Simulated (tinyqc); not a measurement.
From results to parameters: Luttinger model of the valence bands. Computed by the program tinyqc.

Problem. In the four-band Luttinger model 1/m = g1 -/+ 2 g2 along [100] and g1 -/+ 2 g3 along [111]. Find g1, g2, g3 and the light hole mass along [111].

heavy and light hole masses along [100] (electron masses): 0.139665  0.070621
heavy hole mass along [111] = 0.265957 electron masses

Solution. The mean of the two inverse masses along [100] is g1 and a quarter of their difference is g2; g3 = (g1 - 1/m_hh[111])/2.

g1, g2, g3: 10.660  1.750  3.450
light hole mass along [111] = 0.057 electron masses
